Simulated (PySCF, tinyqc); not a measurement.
MP2 on RHF in the 6-31g basis, for H4, spin multiplicity 1, step by step. The lowest restricted solution is unstable here: a spin-polarised one lies 0.0055 hartree lower (PySCF). One step of it, computed by the program tinyqc.

Question. Orthogonalisation. S = U s U^T; symmetric (Loewdin) form X = U s^(-1/2) U^T, so that X^T S X = 1.

overlap S, order 1H 1s, 1H 2s, 2H 1s, 2H 2s, 3H 1s, 3H 2s, 4H 1s, 4H 2s:
$$\begin{pmatrix}
1.000000 & 0.658292 & 0.204225 & 0.380046 & 0.054819 & 0.229540 & 0.013773 & 0.132747 \\
0.658292 & 1.000000 & 0.380046 & 0.713816 & 0.229540 & 0.523582 & 0.132747 & 0.373741 \\
0.204225 & 0.380046 & 1.000000 & 0.658292 & 0.013773 & 0.132747 & 0.054819 & 0.229540 \\
0.380046 & 0.713816 & 0.658292 & 1.000000 & 0.132747 & 0.373741 & 0.229540 & 0.523582 \\
0.054819 & 0.229540 & 0.013773 & 0.132747 & 1.000000 & 0.658292 & 0.204225 & 0.380046 \\
0.229540 & 0.523582 & 0.132747 & 0.373741 & 0.658292 & 1.000000 & 0.380046 & 0.713816 \\
0.013773 & 0.132747 & 0.054819 & 0.229540 & 0.204225 & 0.380046 & 1.000000 & 0.658292 \\
0.132747 & 0.373741 & 0.229540 & 0.523582 & 0.380046 & 0.713816 & 0.658292 & 1.000000
\end{pmatrix}$$

Give: eigenvalues of S; X.

Answer.

eigenvalues of S: [0.0870, 0.2112, 0.2814, 0.3897, 0.8040, 1.0616, 1.6707, 3.4942]

X, order 1H 1s, 1H 2s, 2H 1s, 2H 2s, 3H 1s, 3H 2s, 4H 1s, 4H 2s:
$$\begin{pmatrix}
1.2652 & -0.5323 & -0.0152 & 0.0213 & 0.0286 & 0.0259 & 0.0198 & 0.0039 \\
-0.5323 & 1.8465 & 0.0213 & -0.6988 & 0.0259 & -0.4986 & 0.0039 & 0.1894 \\
-0.0152 & 0.0213 & 1.2652 & -0.5323 & 0.0198 & 0.0039 & 0.0286 & 0.0259 \\
0.0213 & -0.6988 & -0.5323 & 1.8465 & 0.0039 & 0.1894 & 0.0259 & -0.4986 \\
0.0286 & 0.0259 & 0.0198 & 0.0039 & 1.2652 & -0.5323 & -0.0152 & 0.0213 \\
0.0259 & -0.4986 & 0.0039 & 0.1894 & -0.5323 & 1.8465 & 0.0213 & -0.6988 \\
0.0198 & 0.0039 & 0.0286 & 0.0259 & -0.0152 & 0.0213 & 1.2652 & -0.5323 \\
0.0039 & 0.1894 & 0.0259 & -0.4986 & 0.0213 & -0.6988 & -0.5323 & 1.8465
\end{pmatrix}$$
